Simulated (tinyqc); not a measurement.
Length of a polyene: Hueckel, PPP and singles CI along the polyenes. Computed by the program tinyqc. 

All-trans chains of carbon centres 1.40 angstrom apart:
```
parameter                               value
beta (eV), times 1 +/- alternation  -2.640000
alternation                          0.050000
W (eV)                              11.160000
gamma_rr (eV)                        9.910000
repulsion formula                          MN
```

Hueckel uses the same beta without repulsion; CIS keeps all single excitations and so misses the low, doubly excited 2Ag state. W is the valence ionisation energy of a centre, MN the Mataga-Nishimoto formula, f the oscillator strength.

Gaps and excitations (eV):
```
centres  Hueckel gap  PPP orbital gap  bright singlet (CIS)      f  lowest triplet (CIS)
2              5.544           10.591                 7.975  0.684                 3.113
4              3.577            8.070                 5.638  1.144                 2.025
6              2.680            6.809                 4.524  1.616                 1.527
8              2.173            6.053                 3.866  2.066                 1.254
10             1.848            5.551                 3.431  2.490                 1.086
12             1.623            5.195                 3.122  2.890                 0.975
14             1.458            4.933                 2.894  3.271                 0.898
```

The Hueckel gap tends to 4 x alternation x |beta| = 0.53 eV for long chains. Exchange opens the PPP orbital gap, and the attraction of electron and hole brings the bright state 2.04 eV below it at 14 centres; the triplet lies 2.00 eV lower still.
